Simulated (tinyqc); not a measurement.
# Activation field and prefactor from two times

Question. Merz's law: tau = t0 exp(Ea d/V). Find Ea and t0.

Inputs (values chosen for the exercise):
- d = 50 nm (film thickness)

tau at V = 12 and 17 V (ns): [185.89597, 48.286306]

Answer. ln(tau) is linear in 1/V with slope Ea d.

Ea = 1.10e4 kV/cm
t0 = 1.90 ns

Program tinyqc, `OMP_NUM_THREADS=1 python tinyqc.py 2860103 2860104 out.jsonl`; Intel Xeon 2.30GHz, shared host, one thread, about 0.01 s.
